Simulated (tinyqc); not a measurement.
Comparisons within one model: eight-band Kane k.p model. A value that a table varies takes the place of the one given here.

Eight-band Kane model, basis S, X, Y, Z times spin, zero of energy at the top of the unstrained valence band, c = hbar^2/2m0. Within each spin: H_SS = Eg + A c k^2, H_SX = i P kx (likewise Y, Z), H_XX = -Dso/3 + L kx^2 + M (ky^2 + kz^2), H_XY = N kx ky, and cyclic. Spin-orbit term (Dso/3) L.sigma on X, Y, Z with (L_k)_ij = -i epsilon_kij: <X+|H|Y+> = -i Dso/3, <X+|H|Z-> = Dso/3, <Y+|H|Z-> = -i Dso/3, <Z+|H|X-> = -Dso/3, <Z+|H|Y-> = i Dso/3, <X-|H|Y-> = i Dso/3, and their conjugates; + and - are the spin along z. Terms from inversion asymmetry are left out, so every level is twofold.

P = sqrt(Ep c); A = 1/me - Ep (Eg + 2 Dso/3)/(Eg (Eg + Dso)) keeps the electron mass; g1' = g1 - Ep/(3 Eg), g2' = g2 - Ep/(6 Eg), g3' = g3 - Ep/(6 Eg) remove the coupling to S that the Luttinger values already hold; L = -c (g1' + 4 g2'), M = -c (g1' - 2 g2'), N = -6 c g3'.

Constants: hbar^2/2m0 = 3.80998211 eV angstrom^2.

Values chosen for the exercise (near those of InSb; not measured data):
- Eg = 0.232 eV (gap at Gamma to the s-like level)
- Dso = 0.815 eV (spin-orbit splitting)
- Ep = 23.7 eV (Kane energy)
- me = 0.0139 m0 (electron mass at Gamma)
- g1 = 34.64 (Luttinger gamma1)
- g2 = 15.58 (gamma2)
- g3 = 16.39 (gamma3)
- kmax = 0.04 1/angstrom (end of the path)

## Non-parabolicity of the conduction band

Unstrained, along [100], six points up to kmax. Parabolic: E = c k^2/me. Two-band form: E (1 + alpha E) = c k^2/me with alpha = (1 - me)^2/Eg. The column alpha(k) solves that form for alpha with the eight-band energy. Energies from the conduction edge.

Energies:
```
|k| (1/angstrom)  parabolic (eV)  two-band (eV)  eight-band (eV)  alpha(k) (1/eV)  parabolic / eight-band
0.0067                    0.0122         0.0116           0.0116            3.964                   1.046
0.0133                    0.0487         0.0415           0.0418            3.929                   1.164
0.0200                    0.1096         0.0817           0.0829            3.884                   1.322
0.0267                    0.1949         0.1272           0.1301            3.834                   1.499
0.0333                    0.3046         0.1755           0.1808            3.783                   1.684
0.0400                    0.4386         0.2255           0.2341            3.732                   1.874
```

alpha = 4.191 1/eV

At the last point the parabola lies a factor 1.87 above the eight-band value, and the two-band form 8.6 meV below it. The parabola stays within 5 % up to |k| = 0.0067 1/angstrom of the points listed. alpha(k) goes from 3.964 to 3.732 1/eV, a spread of 5.9 % over this range; the simple rule gives 4.191, 6 % above the first value, as it knows neither Dso nor the remote terms.

## Four, six or eight bands for the holes

Unstrained, along [110]. Six bands: the X, Y, Z block alone with the full g1, g2, g3 in L, M, N. Four bands: the same with Dso sent to infinity. HH, LH and SO name the pairs from the top.

Valence levels (eV):
```
|k| (1/angstrom)     HH 4     HH 6     HH 8     LH 4     LH 6     LH 8     SO 6     SO 8
0.0067            -0.0004  -0.0004  -0.0004  -0.0113  -0.0113  -0.0108  -0.8209  -0.8164
0.0133            -0.0015  -0.0015  -0.0015  -0.0454  -0.0442  -0.0383  -0.8397  -0.8205
0.0200            -0.0034  -0.0034  -0.0034  -0.1021  -0.0958  -0.0747  -0.8741  -0.8275
0.0267            -0.0061  -0.0061  -0.0061  -0.1816  -0.1610  -0.1150  -0.9294  -0.8374
0.0333            -0.0096  -0.0095  -0.0095  -0.2837  -0.2323  -0.1567  -1.0132  -0.8503
0.0400            -0.0138  -0.0137  -0.0137  -0.4086  -0.3012  -0.1983  -1.1336  -0.8664
```

At |k| = 0.0400 the heavy holes of the three models span 0.1 meV and the light holes 210.3 meV. The split-off band moves the light hole by +107.4 meV and treating the conduction band exactly moves it by +103.0 meV more; the two matter about equally here, where the four-band light-hole energy is 0.50 times Dso and 1.76 times Eg.

## What each parameter does

Unstrained; levels at |k| = kmax along [100], all derived values formed anew. Each row changes one parameter from the base and keeps the others.

Results:
```
case             conduction (eV)  heavy hole (eV)  light hole (eV)  split-off (eV)
base                      0.4661          -0.0212          -0.1960         -0.8653
Eg = 0.2552 eV            0.4934          -0.0212          -0.1994         -0.8839
Dso = 0.8965 eV           0.4666          -0.0212          -0.1968         -0.9431
Ep = 21.33 eV             0.4642          -0.0212          -0.1937         -0.8818
me = 0.0125 m0            0.4992          -0.0212          -0.1820         -0.8631
g1 = 38.104               0.4590          -0.0423          -0.2109         -0.8854
g2 = 17.138               0.4558          -0.0022          -0.2012         -0.8687
g3 = 14.751               0.4661          -0.0212          -0.1960         -0.8653
```

The largest shifts from the base row, up to three for each result and ties (the steps differ in size, so this ranks the rows, not the parameters). conduction (eV): me +0.0331, Eg +0.0273, g2 -0.0103; unchanged at the printed digits by g3. heavy hole (eV): g1 -0.0211, g2 +0.0190; unchanged at the printed digits by Eg, Dso, Ep, me and g3. light hole (eV): g1 -0.0150, me +0.0139, g2 -0.0052; unchanged at the printed digits by g3. split-off (eV): Dso -0.0778, g1 -0.0202, Eg -0.0186; unchanged at the printed digits by g3. Along [100] the heavy hole does not couple to S or to g3, so it follows g1 - 2 g2 alone.

Computed by tinyqc, a small Python program: `OMP_NUM_THREADS=1 python tinyqc.py 1081141 1081142 out.jsonl` (the numbers bound the seed that draws the inputs); one thread of a shared host (Intel(R) Xeon(R) Processor @ 2.30GHz), about 0.01 s for the whole set of steps.
